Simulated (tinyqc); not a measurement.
## Trap density from the barrier height

Inverse problem. In a partly depleted grain with all boundary traps filled, 2 N W = Qt and VB = q N W^2/(2 eps0 eps_r). Find Qt, W and the doping at which VB would equal Vt.

Inputs (values chosen for the exercise):
```
symbol,value,unit,meaning
T,300,K,temperature
eps_r,11.7,,relative permittivity
```

Constants: q = 1.602176634e-19 C, kB = 1.380649e-23 J/K, Vt = kB T/q, eps0 = 8.8541878128e-14 F/cm where lengths are in cm. Results are converted to the units shown.

doping = 2.7e18 cm^-3
barrier height = 0.082771321 V

Answer. Eliminating W gives VB = q Qt^2/(8 eps0 eps_r N), which falls as 1/N.

Qt = 3.400e12 cm^-2
W = 6.296 nm
doping for VB = Vt = 8.645e18 cm^-3

Numbers from tinyqc (`OMP_NUM_THREADS=1 python tinyqc.py 2830297 2830298 out.jsonl`; about 0.01 s on one thread of a shared Intel Xeon 2.30GHz).
